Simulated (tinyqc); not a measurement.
The basis set: RHF and MP2 along a ladder of basis sets, for H2, spin multiplicity 1. Computed by the program tinyqc with PySCF. Command: `OMP_NUM_THREADS=1 python tinyqc.py 113108 113109 out.jsonl`; one thread of a shared host (Intel(R) Xeon(R) Processor @ 2.60GHz), about 0.6 s.

Geometry (angstrom):
```
atom       x       y       z
H     0.0000  0.0000  0.0000
H     0.0000  0.0000  0.6980
```

Same geometry throughout; the dipole is taken about the origin.

RHF and frozen-core MP2 in a ladder of bases:
```
basis        functions  E(RHF) (hartree)  E(MP2 corr) (hartree)  HOMO (eV)  LUMO (eV)  dipole (debye)
sto-3g               2         -1.117293              -0.012189   -16.2269    19.4944          0.0000
3-21g                4         -1.121876              -0.016923   -16.4881     7.5213          0.0000
6-31g                4         -1.126022              -0.016925   -16.5690     6.7919          0.0000
6-31g**             10         -1.130392              -0.026265   -16.5501     6.8101          0.0000
cc-pvdz             10         -1.126761              -0.025986   -16.4753     5.5880          0.0000
aug-cc-pvdz         18         -1.126848              -0.026885   -16.4869     1.6867          0.0000
cc-pvtz             28         -1.131962              -0.031532   -16.5442     4.7059          0.0000
```

From cc-pVDZ to cc-pVTZ the RHF energy falls by 5.2 mhartree and the correlation energy by 5.5. If valence correlation converges as X^-3, (27 E(T) - 8 E(D))/19 gives -0.0339 hartree, a rough estimate from such small X that usually falls short; STO-3G holds about 36 % of it. Beyond STO-3G the LUMO moves by 5.8 eV and the HOMO by 0.1 eV; diffuse functions lower the positive LUMO sharply, since an unbound virtual level tracks the most diffuse function.
